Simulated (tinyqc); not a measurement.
Ratio and sensitivities against delay: time-domain thermoreflectance: layered heat flow under a modulated pulse train, and what the signal ratio measures. Computed by tinyqc, a small Python program. Command: `OMP_NUM_THREADS=1 python tinyqc.py 3110955 3110956 out.jsonl tdtr walk`. One thread of a shared host (Intel(R) Xeon(R) Processor @ 2.30GHz), about 0.1 s of CPU time with the checks.

Pulses repeat at 80 MHz; heat is laid down at the surface, all layers are isotropic.

Inputs (values chosen for the exercise, modelled on aluminium on GaN):

| quantity | value | unit |
|---|---|---|
| metal thickness d | 110 | nm |
| metal conductivity | 180 | W/(m K) |
| metal heat capacity | 2.42 | MJ/(m^3 K) |
| boundary conductance G under the metal | 220 | MW/(m^2 K) |
| substrate conductivity kappa | 173 | W/(m K) |
| substrate heat capacity C | 2.57 | MJ/(m^3 K) |
| modulation frequency f | 9.8 | MHz |
| spot radius w (1/e^2, pump and probe) | 13 | micrometre |

Stack: metal, substrate.

Method:
- For radial wave number k and angular frequency W each layer has u = sqrt(4 pi^2 k^2 + i W C/kappa) and gamma = kappa u. Surface impedance from below: Z = 1/gamma for the substrate; a layer of thickness L maps Z to (Z + tanh(u L)/gamma)/(1 + gamma Z tanh(u L)); a boundary adds 1/G.
- Response per absorbed watt H(W) = 2 pi int_0^(2/w) Z(k, W) exp(-pi^2 k^2 w^2) k dk by 20 Gauss-Legendre points.
- Signal: X + iY = sum_(m = -M..M) H(2 pi (f + m f_r)) exp(i 2 pi m f_r t) exp(-pi (m/M)^2 x 4), f_r = 80 MHz, M = 4000, with H(-W) the complex conjugate of H(W); V_in = X, V_out = Y, ratio = -V_in/V_out.
- Sensitivity S = ln(ratio'/ratio)/ln(1.01) for a rise of one input by 1 %.

Ratio and sensitivities:

| t (ps) | ratio | S to kappa | S to G | S to d | S to C | S to w |
|---|---|---|---|---|---|---|
| 100 | 10.447 | 0.46610 | 0.07243 | -0.87550 | 0.44673 | -0.033865 |
| 200 | 9.214 | 0.43892 | 0.01394 | -0.81422 | 0.42018 | -0.032209 |
| 400 | 7.473 | 0.39609 | -0.07467 | -0.64312 | 0.37815 | -0.029870 |
| 800 | 5.355 | 0.33780 | -0.19305 | -0.40900 | 0.32030 | -0.027449 |
| 1500 | 3.469 | 0.27289 | -0.31414 | -0.15589 | 0.25444 | -0.026440 |
| 2500 | 2.202 | 0.20894 | -0.39314 | 0.05429 | 0.18749 | -0.027928 |
| 4000 | 1.332 | 0.14181 | -0.40336 | 0.20133 | 0.11394 | -0.033292 |

What follows from these numbers?

The largest sensitivity in size at 100 ps is to d (-0.88). kappa and C enter almost alike, through the effusivity. At 400 ps an error of 3 % in d passes on as 5 % in kappa.

Extremes, crossings and ranges named in words are read from the listed rows.
